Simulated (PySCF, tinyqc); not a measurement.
Worked calculation: CISD on RHF in the 6-31g basis, for H2, spin multiplicity 1. The lowest restricted solution is unstable here: a spin-polarised one lies 0.0159 hartree lower (PySCF). One step of it, computed by the program tinyqc.

Question. CISD: roots. Diagonalise (each vector has its largest component positive (the first on a tie)); all determinants have Ms = 0, so triplets appear too. The lowest singlet root is the correlation energy.

Occupation strings over the orbitals (2 doubly, a alpha, b beta, 0 empty; spin orbitals ordered 1a 1b 2a 2b ...): 2000 a00b b00a 0200 0ab0 0ba0 0020 0002

H - E(HF) between determinants (hartree):
```
           2000       a00b       b00a       0200       0ab0       0ba0       0020       0002
2000   0.000000   0.000000   0.000000   0.138562  -0.072541   0.072541   0.080548   0.076722
a00b   0.000000   1.097200  -0.076722   0.057695  -0.156105   0.069548   0.111833   0.023833
b00a   0.000000  -0.076722   1.097200  -0.057695   0.069548  -0.156105  -0.111833  -0.023833
0200   0.138562   0.057695  -0.057695   0.457366   0.069731  -0.069731   0.086699   0.063004
0ab0  -0.072541  -0.156105   0.069548   0.069731   1.299595  -0.086699   0.019185  -0.093172
0ba0   0.072541   0.069548  -0.156105  -0.069731  -0.086699   1.299595  -0.019185   0.093172
0020   0.080548   0.111833  -0.111833   0.086699   0.019185  -0.019185   2.197820   0.214305
0002   0.076722   0.023833  -0.023833   0.063004  -0.093172   0.093172   0.214305   2.235946
```

Give: lowest roots of this matrix, relative to E(HF); lowest vectors; <S^2> of these roots; weight of the ground state by excitation level 0, 1, 2, ....

Answer.

lowest roots of this matrix, relative to E(HF) (hartree): -0.054  0.470  0.987  1.031  1.246  1.511  2.025  2.468

lowest vectors:
```
      root 1  root 2  root 3  root 4
2000   0.955   0.286   0.000  -0.033
a00b   0.028  -0.093   0.660   0.589
b00a  -0.028   0.093   0.660  -0.589
0200  -0.277   0.941   0.000   0.180
0ab0   0.065  -0.076   0.253   0.353
0ba0  -0.065   0.076   0.253  -0.353
0020  -0.026  -0.041   0.000  -0.145
0002  -0.017  -0.047   0.000   0.050
```

<S^2> of these roots: 0.000  0.000  2.000  0.000  2.000  0.000  0.000  0.000

weight of the ground state by excitation level 0, 1, 2, ...: 0.913  0.002  0.086
